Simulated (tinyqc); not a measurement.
# MOS structure on a p-type body with a surface-enhanced doping, non-linear Poisson equation by Newton steps: what changes with what

One dimension, insulator interface at x = 0, acceptor density Na + N0 exp(-x/Ls), net doping C = -(acceptor density). psi is counted from the intrinsic level: n = ni exp((psi - Vb)/Vt), p = ni exp(-psi/Vt); deep in the body psi_b = -Vt ln(Na/ni). The gate acts through Cox = eps0 eox/tox and has the potential psi_G = Vg - (phiM - chi - Vt ln(Nc/ni)). Boltzmann statistics, full ionisation, classical densities, no oxide or interface charge.

Values chosen for this exercise; band and dielectric values close to those of silicon:
- T = 300 K (temperature)
- Eg = 1.14 eV (band gap)
- eps_r = 11.8 (relative permittivity)
- Nc = 2.85e19 cm^-3 (conduction-band density of states at T)
- Nv = 2.64e19 cm^-3 (valence-band density of states at T)
- chi = 4.08 eV (electron affinity)
- Na = 4.9e16 cm^-3 (acceptor density deep in the body)
- eox = 25.4 (relative permittivity of the gate insulator (close to zirconium oxide))
- tox = 16 nm (insulator thickness)
- phiM = 4.4 eV (gate work function)
- Vb = 0 V (electron quasi-Fermi potential against the body)
- N0 = 1.3e17 cm^-3 (extra acceptor density at the surface)
- Ls = 27 nm (decay length)

Constants: q = 1.602176634e-19 C, kB = 1.380649e-23 J/K, Vt = kB T/q, eps0 = 8.8541878128e-14 F/cm where lengths are in cm. Results are converted to the units shown.

Each table varies one quantity; the others keep the values above.

## Charge and capacitance against gate voltage

ni = sqrt(Nc Nv) exp(-Eg/(2 Vt)), Eg in volts. The Poisson equation d/dx(eps0 eps_r dpsi/dx) = -q (p - n + C), with eps0 eps_r dpsi/dx = -Cox (psi_G - psi_0) at x = 0, is solved on a mesh of about 600 nodes or more. N_inv is the integral of n less its value deep in the body. C_LF = Cox (1 - dpsi_0/dVg) with all carriers following; C_HF is the same with the electron quasi-Fermi level shifting uniformly so that N_inv stays fixed. The centroid is that of the same excess.

Charge and capacitance against gate voltage:
```
Vg (V)	psi_0 - psi_b (V)	N_inv (cm^-2)	C_LF/Cox	C_HF/Cox	centroid (nm)
0.04	0.598	2.38e6	0.0639	0.0639	2.10
0.2	0.748	7.25e8	0.0588	0.0561	1.88
0.36	0.886	1.30e11	0.368	0.0511	1.69
0.53	0.949	1.04e12	0.775	0.0500	1.37
0.69	0.977	2.20e12	0.865	0.0499	1.14
0.86	0.996	3.52e12	0.905	0.0498	0.972
1.02	1.01	4.81e12	0.926	0.0498	0.857
1.18	1.02	6.11e12	0.939	0.0498	0.770
```

What does the comparison show?

N_inv goes from 2.38e6 to 6.11e12 cm^-2 and passes 2e11 cm^-2 at Vg = 0.381 V. Below threshold it takes 64.4 mV a decade between Vg = 0.04 and 0.2 V, against Vt ln 10 = 59.5 mV. C_LF/Cox is lowest, 0.0588, at Vg = 0.2 V among the rows listed and ends at 0.939, while C_HF/Cox ends at 0.0498. Between the last two rows q dN_inv/dVg is 0.932 Cox. Where the classical centroid is under about 2 nm, confinement would move the charge away from the interface and raise the threshold. Above about 2e12 cm^-2 degeneracy matters too.

## Effect of the decay length on threshold, swing and body effect

VT is the Vg at which N_inv = 2e11 cm^-2. m = 1/(dpsi_0/dVg) at N_inv = 1e8 cm^-2; the swing is the Vg between N_inv = 1e8 and 1e9 cm^-2; body coefficient [VT(Vb + 0.05 V) - VT(Vb)]/0.05 V - 1.

Result of one run:
```
Ls (nm)	VT (V)	psi_0 - psi_b at VT (V)	m - 1	swing (mV/decade)	body coefficient
31	0.385	0.898	0.0644	64.3	0.0656
```

What becomes of these results when the decay length Ls is changed from 31 to 6.8 nm, all else the same?

Result of the changed run:
```
Ls (nm)	VT (V)	psi_0 - psi_b at VT (V)	m - 1	swing (mV/decade)	body coefficient
6.8	0.352	0.892	0.0567	64.1	0.0622
```

The whole series:
```
Ls (nm)	VT (V)	psi_0 - psi_b at VT (V)	m - 1	swing (mV/decade)	body coefficient
6.8	0.352	0.892	0.0567	64.1	0.0622
9.9	0.357	0.893	0.0571	64.1	0.0620
15	0.365	0.895	0.0582	64.1	0.0621
21	0.373	0.896	0.0601	64.1	0.0629
31	0.385	0.898	0.0644	64.3	0.0656
46	0.398	0.901	0.0715	64.8	0.0713
68	0.409	0.902	0.0796	65.3	0.0791
```

As Ls goes from 6.8 to 68, VT rises from 0.352 to 0.409 V, the swing goes from 64.09 through a minimum of 64.06 (at Ls = 15 among the rows listed) to 65.29 mV/decade and the body coefficient goes from 0.0622 through a minimum of 0.0620 (at Ls = 9.9 among the rows listed) to 0.0791. The swing stays within 1.9 % of m Vt ln 10, and the body coefficient within 0.0055 of m - 1.

Program tinyqc, `OMP_NUM_THREADS=1 python tinyqc.py 2080104 2080105 out.jsonl`; Intel Xeon 2.30GHz, shared host, one thread, about 0.4 s.
